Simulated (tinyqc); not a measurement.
# Hot electrons in a saturated n-channel MOSFET, lucky-electron model, step by step

Numbers from tinyqc (`OMP_NUM_THREADS=1 python tinyqc.py 2550027 2550028 out.jsonl`; about 0.01 s on one thread of a shared Intel Xeon 2.30GHz). Printed values are rounded.

Beyond pinch-off the lateral field grows as Esat cosh(y/l) over the velocity-saturated region (pseudo-two-dimensional model). Impact ionisation in this region gives the substrate current, which biases the body forward through Rsub. Currents are per width. Local-field laws: they overstate ionisation when the field peak is narrower than an energy relaxation length.

Parameters, values chosen for the exercise; values close to those of silicon n-channel devices: channel length L = 0.35 um; oxide thickness tox = 6.8 nm; junction depth xj = 120 nm; threshold VT = 0.49 V; effective mobility mu = 300 cm^2/(V s); saturation velocity vs = 9.2e6 cm/s; ionisation prefactor Ai = 2e6 1/cm; ionisation field Bi = 1.7 MV/cm; resistance of the lightly doped drain Rd = 200 ohm um; substrate resistance Rsub = 2700 ohm um; fall of VT per volt of forward body bias kb = 0.27; hot-electron mean free path lm = 9.7 nm; oxide barrier pb = 3.2 V; prefactor of the gate current Cg = 0.0016; lifetime exponent m = 3; lifetime constant Hl = 18000 s uA/um; drain voltage Vd = 2.6 V; gate voltage Vg = 1.5 V.

Constants: eps0 = 8.8541878128e-14 F/cm where lengths are in cm. Results are converted to the units shown.

## Length and field scales

Cox = 3.9 eps0/tox, l = sqrt(3 tox xj), Esat = 2 vs/mu.

Cox = 0.507814 uF/cm^2
l = 49.4773 nm
Esat = 0.0613333 MV/cm
Esat L = 2.14667 V

## Iteration 1: body bias from the substrate current

Vb at the start = 0 V

Cox = 3.9 eps0/tox. Overdrive g = Vg - VT + kb Vb; Vdsat = g Esat L/(g + Esat L); Id = Cox vs (g - Vdsat); dV = Vd - Id Rd - Vdsat; Em = sqrt((dV/l)^2 + Esat^2); Isub = Id (Ai/Bi) l Em exp(-Bi/Em). Vb(new) = Rsub Isub.

Vdsat = 0.686843 V
Id = 150.975 uA/um
dV = 1.88296 V
Em = 0.385482 MV/cm
Isub = 4.11746 uA/um
Vb after iteration 1 = 0.0111172 V

## Iteration 2: body bias from the substrate current

As before.

Vdsat = 0.688229 V
Id = 151.730 uA/um
dV = 1.88142 V
Em = 0.385175 MV/cm
Isub = 4.12024 uA/um
Vb after iteration 2 = 0.0111247 V

## Course of the iteration: body bias from the substrate current

Stop when Vb changes by less than 1e-9 V, or after 60 iterations.

Course of the iteration:
```
iteration,Vb (V),|change| (V)
1,0.0111172,0.0111
2,0.0111247,7.51e-6
3,0.0111247,5.01e-9
4,0.0111247,3.35e-12
```

Converged in 4 iterations. At the end each change is about 6.7e-4 times the one before: linear convergence.

## Gate current, lifetime and channel shortening

Id = 151.730 uA/um
dV = 1.88142 V
Em = 0.385175 MV/cm
Isub = 4.12025 uA/um

Ig = Cg Id exp(-pb/(lm Em)); lifetime tau = (Hl/Id)(Isub/Id)^(-m); length of the saturated region dL = l ln[(dV/l + Em)/Esat]. 1 year = 3.15576e7 s.

Isub/Id = 0.0271551
Ig = 46.2935 pA/um
tau = 0.187734 years
dL = 124.887 nm

The lifetime misses ten years. Integrating Ai exp(-Bi/E) over the cosh profile gives Isub/Id = 0.0232, so the closed form is 17 % above it.
